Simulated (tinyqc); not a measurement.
## Activation energy and ten-year temperature from two bakes

Problem. tr goes as exp(q Ex/(kB T)); ten years are 3.15576e8 s. Find Ex and the temperature T10 at which tr is ten years.

Constants: q = 1.602176634e-19 C, kB = 1.380649e-23 J/K. Results are converted to the units shown.

time to crystallise at 473 and 488 K (s): [75000, 17897.664]

Answer. ln tr is linear in 1/T; the line is extended to ten years.

Ex = 1.90 eV
T10 = 401 K

Program tinyqc, `OMP_NUM_THREADS=1 python tinyqc.py 2880061 2880062 out.jsonl`; Intel Xeon 2.30GHz, shared host, one thread, about 0.01 s.
